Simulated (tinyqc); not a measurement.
A tight-binding chain with uneven site energies, recursive Green functions: one step of the calculation.

The device has N = 6 slices of 1 site(s), nearest-neighbour hopping -t, and site energies U; the leads are semi-infinite continuations with site energy 0. V = <i+1|H|i> = -t 1.

Question. Transmission. T(E) = Tr[Gamma G_(N,1) Gamma G_(N,1)^dagger]. Conductance (2 q^2/h) T(E).

Constants: q = 1.602176634e-19 C, h = 6.62607015e-34 J s. Results are converted to the units shown.

G_(N,1) = -0.28653333-0.03353419i 1/eV
Gamma = 1.7545370 eV

Find: T(E); conductance.

Answer.

T(E) = 0.25620
conductance = 19.851 uS

Inverting the whole matrix gives the same value.

Program tinyqc, `OMP_NUM_THREADS=1 python tinyqc.py 2660120 2660121 out.jsonl`; Intel Xeon 2.30GHz, shared host, one thread, about 0.02 s.
